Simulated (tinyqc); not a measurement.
# From a_perp back to Ge fraction x

Model: composition and strain of an epitaxial Si(1-x)Ge(x) layer from Raman and X-ray peaks. Computed by tinyqc, a small Python program. Command: `OMP_NUM_THREADS=1 python tinyqc.py 3008190 3008191 out.jsonl epiraman inv`. One thread of a shared host (Intel(R) Xeon(R) Processor @ 2.30GHz), about 0.01 s of CPU time with the checks.

A (001) layer, biaxially strained in the plane. The Raman peaks follow empirical lines omega = w0 + c1 x + c3 x^3 + b eps (c3 for Si-Ge alone), with eps the in-plane strain.

Inputs (values chosen for the exercise, modelled on silicon-germanium):
```
quantity                value      unit
degree of relaxation R      0         -
lattice constant of Si  5.431  angstrom
lattice constant of Ge  5.658  angstrom
bowing B                0.027  angstrom
2 C12/C11 of Si         0.778         -
2 C12/C11 of Ge         0.757         -
```

Substrate: silicon.

Method. Relaxed lattice constant a(x) = a_Si + (a_Ge - a_Si) x - B x (1 - x). In-plane constant a_par = a_sub + R (a(x) - a_sub); eps = a_par/a(x) - 1; eps_perp = -(2 C12/C11) eps with 2 C12/C11 linear in x; a_perp = a(x) (1 + eps_perp).

Question. A run gave the result below. Find the Ge fraction x, known to lie between 0.19 and 0.47.

a_perp = 5.527164 angstrom

Answer.

Each step takes the trial c = (a f_b - b f_a)/(f_b - f_a), f being the result less the target and a, b, c the logarithms of the listed values; c replaces end b, the old b replaces a if the sign of f changed, and otherwise f_a is halved.

Scan of the range:
```
Ge fraction x  a_perp (angstrom)
0.190                    5.50014
0.221                    5.51172
0.257                    5.52527
0.299                    5.54123
0.348                    5.56003
0.404                    5.58177
0.470                    5.60775
```

False position (Illinois rule, in the logarithm of the input) inside the bracket:
```
step     end a     end b     trial  a_perp (angstrom)
1     0.257000  0.299000  0.261653            5.52703
2     0.299000  0.261653  0.261976            5.52715
3     0.299000  0.261976  0.262020            5.52717
4     0.261976  0.262020  0.262000            5.52716
```

a_perp rises at every point of a 13-point scan of the range (every second point is shown), so one value fits; it is bracketed by 0.257 and 0.299. Answer: Ge fraction x = 0.2620.
